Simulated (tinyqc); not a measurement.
Sweep of alpha: linear model of a band gap against the share of exact exchange.

E(alpha) = E0 + S alpha. A wider gap screens less, modelled in the Penn form eps(alpha) = 1 + (e0 - 1)(EP/(EP + S alpha))^2 with a scale EP chosen for the exercise. A dielectric-dependent hybrid takes alpha = 1/eps.

Parameters, chosen for this exercise (of the order of those of GaN; shifted at random, so the results belong to these values and not to a real crystal): E0 = 1.97 eV (gap of the semi-local functional); S = 7.21 eV (slope dE/d(alpha)); e0 = 5.83 (optical dielectric constant at alpha = 0); EP = 21.4 eV (energy scale of the screening); Et = 3.53 eV (target gap).

Also the exciton scale relative to alpha = 0, (m/m(0))(eps(0)/eps)^2, with a mass proportional to E + D, D = E0/2 + 0.3 eV, a k.p rule for direct gaps only.

Results:
```
alpha  E (eV)    eps  alpha eps  exciton scale
0.00    1.970  5.830      0.000           1.00
0.05    2.330  5.671      0.284           1.17
0.10    2.691  5.520      0.552           1.36
0.15    3.051  5.376      0.806           1.57
0.20    3.412  5.239      1.048           1.79
0.25    3.772  5.109      1.277           2.02
0.35    4.494  4.865      1.703           2.55
0.50    5.575  4.538      2.269           3.48
```

How do the results move, and what explains it?

alpha eps reaches 1 between alpha = 0.15 and 0.2 (fixed point 0.190), and the target gap is met between 0.2 and 0.25. At the fixed point the gap is 3.34 eV, -0.19 eV from the target. From 0 to 0.25 the gap grows by 1.80 eV while eps falls by 12 %; the exciton scale, which takes both, grows by a factor of 2.02.

Program tinyqc; command `OMP_NUM_THREADS=1 python tinyqc.py 1850599 1850600 out.jsonl`; about 0.01 s on one thread of a shared Intel(R) Xeon(R) Processor @ 2.30GHz.
